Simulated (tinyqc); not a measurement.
Polytypes and stacking faults of a tetrahedral semiconductor in an axial Ising model with couplings up to third neighbours: one step, computed by the program tinyqc. Command: `OMP_NUM_THREADS=1 python tinyqc.py 3007519 3007520 out.jsonl polytype walk`. One thread of a shared host (Intel(R) Xeon(R) Processor @ 2.30GHz), about 0.01 s of CPU time with the checks.

Each double layer has s = +1 or -1 for the sense of its stacking step; E per pair of atoms = E0 - sum_n J_n <s_i s_(i+n)>, n = 1, 2, 3. Hexagonality h = (1 - <s_i s_(i+1)>)/2.

Question. Electronic energy gained by the fault. The fault binds electrons in a two-dimensional band E_b below the conduction edge, g2 = m m0/(pi hbar^2) for one valley. With the Fermi level held by the bulk, eta = ln[n/N_c(T)], N_c(T) = N_c (T/300)^1.5, the grand potential falls by g2 (k_B T)^2 F1(x), x = eta + E_b/(k_B T), F1(x) = integral from 0 to infinity of ln(1 + exp(x - t)) dt; sheet density g2 k_B T ln(1 + e^x). Band bending by the trapped charge is left out, so the gain is an upper bound. Net fault energy = gamma of the I2 fault less the electronic gain.

Inputs (values chosen for the exercise, of the order of those of GaN for J, a, G and the gaps):

| quantity | value | unit |
|---|---|---|
| binding energy of the fault level E_b | 0.12 | eV |
| in-plane mass m | 0.44 | m0 |
| effective density of states N_c at 300 K | 2e+19 | 1/cm^3 |
| electron density n | 5.1e+18 | 1/cm^3 |
| temperature T | 950 | K |

Host polytype: 2H.

energy of the glide fault, I2 = 39.86552 mJ/m^2

Constants: m_0 = 9.1093837015e-31 kg; hbar = 1.054571817e-34 J s; k_B = 1.380649e-23 J/K; k_B = 8.617333262e-05 eV/K.

Give: x; sheet density; electronic gain; net fault energy.

Answer.

x = -1.6297

sheet density = 2.6930e+12 1/cm^2

electronic gain = 0.36934 mJ/m^2

net fault energy = 39.496 mJ/m^2

The gain offsets 0.93 % of the fault energy.
